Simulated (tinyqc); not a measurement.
# Off-state leakage of single and stacked transistors: what changes with what

n-channel devices of unit width. Subthreshold current I(Vg, Vs, Vd) = I0 (T/300 K)^0.5 exp[(Vg - Vs - VT(T) - gb (Vs - Vb) + dd (Vd - Vs))/(nf Vt)] (1 - exp(-(Vd - Vs)/Vt)), VT(T) = VT - cT (T - 300 K). Gate-edge tunnelling Ig (Vd/1 V) exp(ag (Vd - 1 V)), for a gate at 0 V, and band-to-band leakage Ab u exp(-Bb/u), u = Vd - Vb + 1 V, flow at a drain held at V; both are taken as independent of T. In a stack of off transistors (all gates at 0 V) the same subthreshold current passes through each.

Values chosen for this exercise; values of the order met in bulk silicon logic transistors:

| symbol | value | unit | meaning |
|---|---|---|---|
| T | 378 | K | temperature |
| V | 1.2 | V | supply voltage |
| VT | 0.28 | V | threshold at 300 K, zero drain and body bias |
| cT | 0.8 | mV/K | fall of the threshold with temperature |
| I0 | 0.13 | uA/um | current at threshold at 300 K |
| nf | 1.33 |  | slope factor |
| dd | 0.05 |  | drain-induced lowering per volt |
| gb | 0.15 |  | rise of the threshold per volt of source-body bias |
| Ig | 3e-6 | uA/um | gate-edge tunnelling current at 1 V |
| ag | 5.3 | 1/V | exponential slope of the gate current |
| Ab | 6 | uA/(um V) | prefactor of band-to-band leakage at the drain |
| Bb | 21 | V | its exponential voltage |
| Vb | 0 | V | body voltage |

Constants: q = 1.602176634e-19 C, kB = 1.380649e-23 J/K, Vt = kB T/q. Results are converted to the units shown.

Each table varies one quantity; the others keep the values above.

## Subthreshold current against the height of the stack

All n gates at 0 V, bottom source at 0 V, top drain at V; node voltages follow from equal currents.

Results:

| n | I (nA/um) | reduction factor | drain voltage of the bottom device (mV) | source voltage of the top device (mV) | voltage across the top device (V) |
|---|---|---|---|---|---|
| 1 | 3.839 | 1.000 | 1200 | 0 | 1.200 |
| 2 | 0.8353 | 4.596 | 55.07 | 55.07 | 1.145 |
| 3 | 0.4723 | 8.129 | 21.27 | 75.65 | 1.124 |
| 4 | 0.3299 | 11.64 | 13.44 | 88.60 | 1.111 |
| 6 | 0.2062 | 18.62 | 7.788 | 105.6 | 1.094 |

Estimate the missing row, n = 5.

Computed row:

| n | I (nA/um) | reduction factor | drain voltage of the bottom device (mV) | source voltage of the top device (mV) | voltage across the top device (V) |
|---|---|---|---|---|---|
| 5 | 0.2537 | 15.13 | 9.853 | 98.08 | 1.102 |

With this row back in the table: The second transistor cuts the current by a factor of 4.60, the third by a further 1.77 and the sixth by 1.23. The top device keeps 91.2 % of the supply at n = 6, while the drain voltage of the bottom one falls to 0.239 Vt.

## Leakage components against the supply voltage

Same model as above.

One transistor with Vg = Vs = 0, Vd = V; stack factor I(one)/I(two in series).

Leakage components against the supply voltage:

| V (V) | subthreshold (nA/um) | gate edge (nA/um) | band-to-band (nA/um) | total (nA/um) | stack factor | largest part |
|---|---|---|---|---|---|---|
| 0.5 | 1.712 | 1.060e-4 | 0.007484 | 1.719 | 2.612 | subthreshold |
| 0.6 | 1.921 | 2.161e-4 | 0.01915 | 1.940 | 2.809 | subthreshold |
| 0.7 | 2.156 | 4.282e-4 | 0.04403 | 2.200 | 3.029 | subthreshold |
| 0.8 | 2.420 | 8.315e-4 | 0.09261 | 2.513 | 3.276 | subthreshold |
| 0.9 | 2.716 | 0.001589 | 0.1806 | 2.898 | 3.552 | subthreshold |
| 1 | 3.048 | 0.003000 | 0.3304 | 3.381 | 3.862 | subthreshold |
| 1.1 | 3.421 | 0.005606 | 0.5720 | 3.998 | 4.208 | subthreshold |
| 1.2 | 3.839 | 0.01039 | 0.9441 | 4.794 | 4.596 | subthreshold |
| 1.3 | 4.309 | 0.01912 | 1.495 | 5.823 | 5.031 | subthreshold |
| 1.4 | 4.836 | 0.03499 | 2.282 | 7.153 | 5.517 | subthreshold |

Read the table: what changes, and by how much?

As V goes from 0.5 to 1.4, the total leakage rises from 1.72 to 7.15 nA/um. The subthreshold part leads at V = 0.5 and in all other rows. The reduction by a stack of two rises from 2.61 to 5.52, for the subthreshold part alone.

Numbers from tinyqc (`OMP_NUM_THREADS=1 python tinyqc.py 2242246 2242247 out.jsonl`; about 0.03 s on one thread of a shared Intel Xeon 2.30GHz).
